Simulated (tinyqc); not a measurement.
Frequency dispersion of an accumulation capacitance by border traps, distributed model: two steps of the calculation.

Traps spread evenly through the insulator exchange electrons with the semiconductor by tunnelling, with tau(x) = t0 exp(2 ka x) at depth x from the interface. The admittance per area Y seen at depth x obeys dY/dx = -Y^2/(i w eps0 eox) + q Nb ln(1 + i w tau)/tau, with Y(0) = i w Cs and w = 2 pi f; the gate sees Y(tox) = G + i w C. Working variable y = Y/(i w), in uF/cm^2. Cox = eps0 eox/tox.

Parameters, values chosen for the exercise; permittivity close to that of hafnium oxide:
- eox = 18.2 (relative permittivity of the insulator)
- tox = 7.4 nm (insulator thickness)
- Cs = 0.52 uF/cm^2 (semiconductor capacitance in accumulation)
- Nb = 9.6e19 cm^-3 eV^-1 (density of border traps)
- ka = 5.3 1/nm (decay constant of the wave function in the insulator)
- t0 = 6e-10 s (time constant of a trap at the interface)
- f = 10000 Hz (frequency)
- xe = 1.4 nm (depth down to which the steps are taken)

Constants: q = 1.602176634e-19 C, eps0 = 8.8541878128e-14 F/cm where lengths are in cm. Results are converted to the units shown.

Question 1. Scales and lumped estimate. Cox; trap-free value 1/(1/Cox + 1/Cs); response depth d = ln(1/(w t0))/(2 ka), where w tau = 1; lumped estimate: all traps within d act as C_bt = q Nb d placed at d/2, so C = 1/{1/[1/(1/Cs + d/(2 eps0 eox)) + C_bt] + (tox - d/2)/(eps0 eox)}.

Find: Cox; trap-free C; d; C_bt; lumped C.

Answer 1.

Cox = 2.178 uF/cm^2
trap-free C = 0.4198 uF/cm^2
d = 0.9609 nm
C_bt = 1.478 uF/cm^2
lumped C = 1.073 uF/cm^2

The traps within reach amount to 2.84 Cs and lie in the first 13.0 % of the insulator.

Question 2. Midpoint steps through the active depth. In terms of y: dy/dx = -y^2/(eps0 eox) + s(x), s = q Nb ln(1 + z)/z, z = i w tau. 8 midpoint steps of h = xe/8: y_half = y + (h/2) y'(x, y), y(new) = y + h y'(x + h/2, y_half).

Find: x; s; y.

Answer 2.

| point | x (nm) | s (uF/(cm^2 nm)) | y (uF/cm^2) |
|---|---|---|---|
| 0 | 0 | 1.538+0.000i | 0.520+0.000i |
| 1 | 0.1750 | 1.538+0.000i | 0.785+0.000i |
| 2 | 0.3500 | 1.538-0.001i | 1.045+0.000i |
| 3 | 0.5250 | 1.538-0.008i | 1.299-0.001i |
| 4 | 0.7000 | 1.536-0.048i | 1.546-0.004i |
| 5 | 0.8750 | 1.462-0.287i | 1.783-0.025i |
| 6 | 1.050 | 0.718-0.607i | 1.954-0.117i |
| 7 | 1.225 | 0.141-0.262i | 1.970-0.187i |
| 8 | 1.400 | 0.023-0.068i | 1.938-0.203i |

Program tinyqc, `OMP_NUM_THREADS=1 python tinyqc.py 2202063 2202064 out.jsonl`; Intel Xeon 2.30GHz, shared host, one thread, about 0.5 s.
